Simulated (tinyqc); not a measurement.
Inside a calculation. Method: Hubbard ring of 6 sites. Computed by tinyqc, a small Python program that keeps every step. Settings: hopping = 1.91, U = 8.5, mixing = 0.2, iteration cap = 52. Command: `OMP_NUM_THREADS=1 python tinyqc.py 21068 21069 out.jsonl` (the two numbers bound the seeds that draw the settings). One thread of a shared host (Intel(R) Xeon(R) Processor @ 2.60GHz), about 0.4 s of CPU time with the checks. Later iterations appear only in the table of the cycle.

## Mean-field iteration 1

one-body matrix (hopping and site energies) (eV):
```
         1        2        3        4        5        6
1   0.0000  -1.9100   0.0000   0.0000   0.0000  -1.9100
2  -1.9100   0.0000  -1.9100   0.0000   0.0000   0.0000
3   0.0000  -1.9100   0.0000  -1.9100   0.0000   0.0000
4   0.0000   0.0000  -1.9100   0.0000  -1.9100   0.0000
5   0.0000   0.0000   0.0000  -1.9100   0.0000  -1.9100
6  -1.9100   0.0000   0.0000   0.0000  -1.9100   0.0000
```

U = 8.5000 eV

electrons, up and down: 3  1

mixing = 0.2000

n(up) at the start (a guess, not normalised): 1 0.5000, 2 0.5000, 3 0.5000, 4 0.5000, 5 0.5000, 6 0.5000

n(down) at the start (a guess): 1 0.1670, 2 0.1670, 3 0.1670, 4 0.1670, 5 0.1670, 6 0.1670

H(up) = T + U n(down), H(down) = T + U n(up); fill the lowest levels; n(new) = n + mixing (n(out) - n); E = tr T (rho up + rho down) + U sum n_up n_down of the output.

levels, up (eV): -2.4005  -0.4905  -0.4905  3.3295  3.3295  5.2395

levels, down (eV): 0.4300  2.3400  2.3400  6.1600  6.1600  8.0700

energy = -7.2100 eV

n(up) after iteration 1: 1 0.5000, 2 0.5000, 3 0.5000, 4 0.5000, 5 0.5000, 6 0.5000

n(down) after iteration 1: 1 0.1669, 2 0.1669, 3 0.1669, 4 0.1669, 5 0.1669, 6 0.1669

## Mean-field iteration 2

As before.

levels, up (eV): -2.4011  -0.4911  -0.4911  3.3289  3.3289  5.2389

levels, down (eV): 0.4300  2.3400  2.3400  6.1600  6.1600  8.0700

energy = -7.2100 eV

n(up) after iteration 2: 1 0.5000, 2 0.5000, 3 0.5000, 4 0.5000, 5 0.5000, 6 0.5000

n(down) after iteration 2: 1 0.1669, 2 0.1669, 3 0.1669, 4 0.1669, 5 0.1669, 6 0.1669

## Convergence

Each step fills the lowest levels of T + U n(other spin) and sets n(new) = n + mixing (n(out) - n); stop when output and input agree to 1e-8.

Course of the cycle:
```
iteration     E (eV)  largest |n(out) - n(in)|  mean |n_up - n_down|
1          -7.210000                  3.33e-04                0.3333
2          -7.210000                  2.67e-04                0.3333
3          -7.210000                  2.13e-04                0.3333
4          -7.210000                  1.71e-04                0.3333
5          -7.210000                  1.37e-04                0.3333
6          -7.210000                  1.09e-04                0.3333
7          -7.210000                  8.74e-05                0.3333
8          -7.210000                  6.99e-05                0.3333
9          -7.210000                  5.59e-05                0.3333
10         -7.210000                  4.47e-05                0.3333
11         -7.210000                  3.58e-05                0.3333
...              ...                       ...                   ...
38         -7.210000                  8.65e-08                0.3333
39         -7.210000                  6.92e-08                0.3333
40         -7.210000                  5.54e-08                0.3333
41         -7.210000                  4.43e-08                0.3333
42         -7.210000                  3.54e-08                0.3333
43         -7.210000                  2.84e-08                0.3333
44         -7.210000                  2.27e-08                0.3333
45         -7.210000                  1.81e-08                0.3333
46         -7.210000                  1.45e-08                0.3333
47         -7.210000                  1.16e-08                0.3333
48         -7.210000                  9.29e-09                0.3333
```

local moments n_up - n_down: 1 0.3333, 2 0.3333, 3 0.3333, 4 0.3333, 5 0.3333, 6 0.3333

Converged in 48 iterations. But random starts reach -7.32719 eV, so this is another stationary point, not the lowest one. Reruns (cap 100 unless said): mixing 0.5: converged in 17 to a higher stationary point (E = -7.21000); mixing 0.9: converged in 6 to a higher stationary point (E = -7.21000). Before convergence this energy mixes input and output and is not variational, so it may rise towards its limit.

## Exact diagonalisation (120 states)

Lowest levels of the sector, and the double occupancy of the lowest state.

lowest levels (eV): -8.8201  -7.4907  -7.4907  -5.7300  -5.7300  -5.5770

double occupancy per site = 0.0282

The mean-field solution above lies 1.6101 eV above the exact energy.

## The lowest level by Lanczos steps

From a random start vector (not printed): a_j = <q_j|H|q_j>, b_j = norm of the remainder after orthogonalising; the Ritz value is the lowest eigenvalue of the tridiagonal matrix of a and b so far.

Lanczos:
```
j   a_j (eV)  b_j (eV)  lowest Ritz value (eV)
1    -0.0149    7.5002               -0.014930
2     1.6799    6.1530               -6.715445
3     3.9684    5.7793               -8.249811
4     4.6543    6.6969               -8.618251
5     6.3366    6.7614               -8.744955
6     5.9602    6.1624               -8.791121
7     4.2772    5.5426               -8.807744
8     3.6859    6.2954               -8.813406
9     3.6161    7.1116               -8.816337
10    4.8141    5.6199               -8.818757
```
